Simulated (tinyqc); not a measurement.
Inside a calculation. Model: frequency dispersion of an accumulation capacitance by border traps, distributed model.

Numbers from tinyqc (`OMP_NUM_THREADS=1 python tinyqc.py 2202073 2202074 out.jsonl`; about 0.7 s on one thread of a shared Intel Xeon 2.30GHz). Printed values are rounded.

Traps spread evenly through the insulator exchange electrons with the semiconductor by tunnelling, with tau(x) = t0 exp(2 ka x) at depth x from the interface. The admittance per area Y seen at depth x obeys dY/dx = -Y^2/(i w eps0 eox) + q Nb ln(1 + i w tau)/tau, with Y(0) = i w Cs and w = 2 pi f; the gate sees Y(tox) = G + i w C. Working variable y = Y/(i w), in uF/cm^2. Cox = eps0 eox/tox.

Parameters, values chosen for the exercise; permittivity close to that of silicon dioxide: relative permittivity of the insulator eox = 4.07; insulator thickness tox = 8.7 nm; semiconductor capacitance in accumulation Cs = 6.5 uF/cm^2; density of border traps Nb = 4.5e19 cm^-3 eV^-1; decay constant of the wave function in the insulator ka = 4.6 1/nm; time constant of a trap at the interface t0 = 9e-9 s; frequency f = 1e6 Hz; depth down to which the steps are taken xe = 0.86 nm.

Constants: q = 1.602176634e-19 C, eps0 = 8.8541878128e-14 F/cm where lengths are in cm. Results are converted to the units shown.

## Scales and lumped estimate

Cox; trap-free value 1/(1/Cox + 1/Cs); response depth d = ln(1/(w t0))/(2 ka), where w tau = 1; lumped estimate: all traps within d act as C_bt = q Nb d placed at d/2, so C = 1/{1/[1/(1/Cs + d/(2 eps0 eox)) + C_bt] + (tox - d/2)/(eps0 eox)}.

Cox = 0.4142132 uF/cm^2
trap-free C = 0.3893987 uF/cm^2
d = 0.3122450 nm
C_bt = 0.2251222 uF/cm^2
lumped C = 0.3906735 uF/cm^2

The traps within reach amount to 0.0346 Cs and lie in the first 3.59 % of the insulator.

## Midpoint steps through the active depth

In terms of y: dy/dx = -y^2/(eps0 eox) + s(x), s = q Nb ln(1 + z)/z, z = i w tau. 10 midpoint steps of h = xe/10: y_half = y + (h/2) y'(x, y), y(new) = y + h y'(x + h/2, y_half).

```
point  x (nm)      s (uF/(cm^2 nm))         y (uF/cm^2)
0           0  0.7202125-0.0203527i  6.500000+0.000000i
1       0.086  0.7172740-0.0446243i  5.695031-0.002343i
2       0.172  0.7035630-0.0956299i  5.076114-0.006986i
3       0.258  0.6479706-0.1863125i  4.585385-0.016356i
4       0.344  0.5003400-0.2765313i  4.181703-0.032113i
5        0.43  0.3036720-0.2775948i  3.835386-0.049283i
6       0.516  0.1569152-0.2086415i  3.532544-0.060596i
7       0.602  0.0752816-0.1337875i  3.267719-0.064739i
8       0.688  0.0349871-0.0785860i  3.036411-0.063811i
9       0.774  0.0160372-0.0437710i  2.833955-0.060138i
10       0.86  0.0073061-0.0235363i  2.655950-0.055332i
```

## Capacitance and conductance at the gate

y at xe = 2.655950-0.055332i uF/cm^2

Beyond xe the traps are ignored, so 1/y(tox) = 1/y(xe) + (tox - xe)/(eps0 eox); C = Re y, G/w = -Im y, loss tangent G/(w C).

y at the gate = 0.3918583-0.0012040i uF/cm^2
C = 0.3918583 uF/cm^2
G/w = 0.001203965 uF/cm^2
loss tangent = 0.003072451

A fine integration over the whole insulator gives C = 0.39162 and G/w = 0.001300 uF/cm^2; the coarse G/w is 7.4 % below that. The fine C is 0.57 % above the trap-free value, and the lumped estimate is 0.24 % below the fine result.
